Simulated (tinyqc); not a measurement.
CCD on RHF in the sto-3g basis, for H4, spin multiplicity 1, step by step. One step of it, computed by the program tinyqc.

Question. Iteration 1: building the Fock matrix. J_ij = sum D_kl (ij|kl), K_ij = sum D_kl (ik|jl); F = H + J - 0.5 K; E = tr D H + tr D J / 2 - 0.25 tr D K + E_nn.

D at the start:
```
           1H 1s      2H 1s      3H 1s      4H 1s
1H 1s   0.757570   0.757570  -0.335846  -0.335846
2H 1s   0.757570   0.757570  -0.335846  -0.335846
3H 1s  -0.335846  -0.335846   0.757570   0.757570
4H 1s  -0.335846  -0.335846   0.757570   0.757570
```

core Hamiltonian H = T + V (hartree):
```
           1H 1s      2H 1s      3H 1s      4H 1s
1H 1s  -1.945342  -1.482510  -1.000285  -0.777170
2H 1s  -1.482510  -1.945342  -0.777170  -1.000285
3H 1s  -1.000285  -0.777170  -1.945342  -1.482510
4H 1s  -0.777170  -1.000285  -1.482510  -1.945342
```

Two-electron integrals (ij|kl) in chemists' order, unique and non-zero (hartree):
```
(11|11) 0.774606   (21|11) 0.429870   (21|21) 0.280672   (22|11) 0.560257
(22|21) 0.429870   (22|22) 0.774606   (31|11) 0.251027   (31|21) 0.146370
(31|22) 0.199896   (31|31) 0.109252   (32|11) 0.165756   (32|21) 0.110269
(32|22) 0.171578   (32|31) 0.073544   (32|32) 0.055528   (33|11) 0.436033
(33|21) 0.265077   (33|22) 0.374483   (33|31) 0.251027   (33|32) 0.171578
(33|33) 0.774606   (41|11) 0.171578   (41|21) 0.110269   (41|22) 0.165756
(41|31) 0.073544   (41|32) 0.055070   (41|33) 0.165756   (41|41) 0.055528
(42|11) 0.199896   (42|21) 0.146370   (42|22) 0.251027   (42|31) 0.087689
(42|32) 0.073544   (42|33) 0.199896   (42|41) 0.073544   (42|42) 0.109252
(43|11) 0.265077   (43|21) 0.174029   (43|22) 0.265077   (43|31) 0.146370
(43|32) 0.110269   (43|33) 0.429870   (43|41) 0.110269   (43|42) 0.146370
(43|43) 0.280672   (44|11) 0.374483   (44|21) 0.265077   (44|22) 0.436033
(44|31) 0.199896   (44|32) 0.165756   (44|33) 0.560257   (44|41) 0.171578
(44|42) 0.251027   (44|43) 0.429870   (44|44) 0.774606
```

nuclear repulsion = 3.08576280 hartree

Give: Coulomb J; exchange K; Fock matrix F; total energy of this density.

Answer.

Coulomb J (hartree):
```
       1H 1s  2H 1s  3H 1s  4H 1s
1H 1s  2.149  1.397  0.896  0.672
2H 1s  1.397  2.149  0.672  0.896
3H 1s  0.896  0.672  2.149  1.397
4H 1s  0.672  0.896  1.397  2.149
```

exchange K (hartree):
```
       1H 1s  2H 1s  3H 1s  4H 1s
1H 1s  1.231  1.090  0.533  0.492
2H 1s  1.090  1.231  0.492  0.533
3H 1s  0.533  0.492  1.231  1.090
4H 1s  0.492  0.533  1.090  1.231
```

Fock matrix F (hartree):
```
        1H 1s   2H 1s   3H 1s   4H 1s
1H 1s  -0.412  -0.630  -0.371  -0.351
2H 1s  -0.630  -0.412  -0.351  -0.371
3H 1s  -0.371  -0.351  -0.412  -0.630
4H 1s  -0.351  -0.371  -0.630  -0.412
```

total energy of this density = -2.00839 hartree
